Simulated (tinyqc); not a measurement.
Inside a calculation. Method: one-electron ion in a basis of Gaussians. Computed by tinyqc, a small Python program that keeps every step. Settings: Z = 3, l = 0. Command: `OMP_NUM_THREADS=1 python tinyqc.py 20260 20261 out.jsonl` (the two numbers bound the seeds that draw the settings). One thread of a shared host (Intel(R) Xeon(R) Processor @ 2.60GHz), about 0.01 s of CPU time with the checks.

## Matrices over normalised Gaussians

exponents of r^l exp(-a r^2) (1/bohr^2): [1.162000, 1.873000, 3.020000, 4.870000]

Z = 3

l = 0

With p = a_i + a_j and I(k) = Gamma((k+1)/2) / (2 p^((k+1)/2)): S = I(2l+2), T = (2l+3) a_i a_j S / p, V = -Z I(2l+1), each divided by sqrt(S_ii S_jj).

S:
```
[[1.000000, 0.958550, 0.847967, 0.700494],
 [0.958550, 1.000000, 0.958497, 0.847843],
 [0.847967, 0.958497, 1.000000, 0.958476],
 [0.700494, 0.847843, 0.958476, 1.000000]]
```

T (hartree):
```
[[1.743000, 2.062155, 2.134662, 1.971512],
 [2.062155, 2.809500, 3.324157, 3.440726],
 [2.134662, 3.324157, 4.530000, 5.359960],
 [1.971512, 3.440726, 5.359960, 7.305000]]
```

V (hartree):
```
[[-5.160531, -5.652890, -5.870121, -5.823865],
 [-5.652890, -6.551793, -7.177193, -7.452778],
 [-5.870121, -7.177193, -8.319453, -9.113732],
 [-5.823865, -7.452778, -9.113732, -10.564667]]
```

## Generalised eigenproblem

H = T + V (hartree):
```
[[-3.417531, -3.590735, -3.735460, -3.852353],
 [-3.590735, -3.742293, -3.853037, -4.012052],
 [-3.735460, -3.853037, -3.789453, -3.753771],
 [-3.852353, -4.012052, -3.753771, -3.259667]]
```

Solve H C = S C e through S^(-1/2); each column has its largest component positive (the first on a tie).

eigenvalues of S: [0.000576, 0.018477, 0.340433, 3.640514]

eigenvalues (hartree): [-4.271777, -0.186051, 5.906246, 16.381705]

coefficients:
```
[[-0.184963, -5.598110, -6.762042, 6.587599],
 [-1.131148, 9.003682, 15.643684, -21.197939],
 [1.235535, -5.529105, -10.779487, 25.047169],
 [-1.009140, 1.920326, 1.572412, -10.630801]]
```

For Z = 3 and l = 0 the exact lowest level is -Z^2/(2 n^2) with n = l + 1: -4.500000 hartree. The basis is nearly linearly dependent, so rounded matrices do not reproduce these digits.
